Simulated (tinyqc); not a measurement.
Lateral field, substrate current, probability of reaching the oxide barrier and hot-carrier lifetime of a silicon transistor (pseudo-two-dimensional and lucky-electron models): one step, computed by the program tinyqc.

Local-field models: a lucky carrier gains its energy at the peak field over a path free of collisions. Voltages are magnitudes.

Question. Hot-carrier currents and lifetime. C_ox = 3.9 eps_0/t; F_sat = 2 v_s/mu; V_Dsat = V_ov F_sat L/(V_ov + F_sat L), V_ov = V_G - V_T; I_D/W = C_ox v_s (V_ov - V_Dsat). Scale length l = 0.22 t^(1/3) x_j^(1/2) (all in cm); F_m = sqrt(((V_D - V_Dsat)/l_e)^2 + F_sat^2), with l_e = l + L_n; length of the velocity-saturated region l_e ln((V_D - V_Dsat)/(l_e F_sat) + F_m/F_sat). Substrate current I_sub/I_D = (A_i/B_i)(V_D - V_Dsat) exp(-B_i/F_m); probability of reaching the oxide barrier exp(-phi_b/(e lambda F_m)); lifetime tau = (H/(I_D/W)) exp(phi_it/(e lambda F_m)).

Inputs (values chosen for the exercise, modelled on a silicon n-channel): channel length L = 270 nm; oxide thickness t = 5.2 nm; junction depth x_j = 72 nm; mobility mu = 330 cm^2/(V s); saturation velocity v_s = 0.88 1e7 cm/s; threshold voltage V_T = 0.36 V; gate voltage V_G = 1.3 V; drain voltage V_D = 3.3 V; ionisation prefactor A_i = 1.9e+06 1/cm; ionisation field B_i = 1.64 MV/cm; hot-carrier mean free path lambda = 8.5 nm; oxide barrier phi_b = 3.1 eV; interface-trap threshold phi_it = 3.8 eV; lifetime constant H = 20 s microampere/micrometre; length of the depleted extension L_n = 32 nm.

Drain: lightly doped extension.

Constants: eps_0 = 8.8541878128e-12 F/m.

Give: I_sub/I_D; substrate current I_sub/W; probability of reaching phi_b; lifetime tau; exponent m = phi_it/(e lambda B_i).

Answer.

I_sub/I_D = 0.02834

substrate current I_sub/W = 6.148 microampere/micrometre

probability of reaching phi_b = 2.792e-05

lifetime tau = 35245 s

exponent m = phi_it/(e lambda B_i) = 2.726

Since both exponentials depend on 1/F_m, tau I_D scales about as (I_sub/I_D)^(-m) with m = 2.73, which lets I_sub serve as the monitor. The lifetime is 1.12e-4 times ten years (3.156e8 s).
